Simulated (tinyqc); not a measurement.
Inside a calculation. Method: lattice vibrations of a chain. One step of it, computed by the program tinyqc.

Task: Dynamical matrix at q = 0.03. q is in units of 2 pi/a. A spring k from atom i to atom j, n cells on, adds k to Phi_ii and Phi_jj, -k exp(2 pi i q n) to Phi_ij and the conjugate to Phi_ji (for one atom a cell: 2k (1 - cos 2 pi q n)); D_ij = Phi_ij / sqrt(m_i m_j).

A chain moving along its axis:
```
atom                mass (u)  spring to the next atom (eV/angstrom^2)
1                  48.100000                                25.400000
2                  84.700000                                22.300000
3                  28.000000                                25.400000
4                  76.700000                                26.900000
second neighbours          -                                 1.600000
```

Give: D(q).

Result:

D(q) (eV/(angstrom^2 u)):
```
[[1.1538, -0.3979, -0.0864+0.0082i, -0.4350+0.0830i],
 [-0.3979, 0.6009, -0.4579, -0.0394+0.0037i],
 [-0.0864-0.0082i, -0.4579, 1.8179, -0.5481],
 [-0.4350-0.0830i, -0.0394-0.0037i, -0.5481, 0.7236]]
```
